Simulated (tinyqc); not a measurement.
Polytypes by hexagonality, and a cubic inclusion as a quantum well: one step. Hexagonality. Two cases, with inputs chosen for the exercise.

Task: Give the h/k string and h of each.

A layer is h if its two neighbours in the periodic sequence sit on the same site, k otherwise; the hexagonality h is the share of h layers.

Case 1.

Stacking sequences:
```
polytype         sequence
2H                     AB
6H                 ABCACB
8H               ABCABACB
15R       ABCACBCABACABCB
4H                   ABCB
```

Case 2.

Stacking sequences:
```
polytype               sequence
21R       ABCACBACABCBACBCABACB
2H                           AB
6H                       ABCACB
15R             ABCACBCABACABCB
9R                    ABCBCACAB
```

Give: Hexagonality.

Result:

Case 1.

Hexagonality:
```
polytype       h/k string       h
2H                     hh  1.0000
6H                 hkkhkk  0.3333
8H               hkkkhkkk  0.2500
15R       hkkhkhkkhkhkkhk  0.4000
4H                   hkhk  0.5000
```

Case 2.

Hexagonality:
```
polytype             h/k string       h
21R       hkkhkkkhkkhkkkhkkhkkk  0.2857
2H                           hh  1.0000
6H                       hkkhkk  0.3333
15R             hkkhkhkkhkhkkhk  0.4000
9R                    hkhhkhhkh  0.6667
```

Computed by tinyqc, one run a case: `OMP_NUM_THREADS=1 python tinyqc.py N N+1 out.jsonl` with N = 1850238, 1850297; one thread of a shared Intel(R) Xeon(R) Processor @ 2.30GHz, about 0.08 s a run at most.
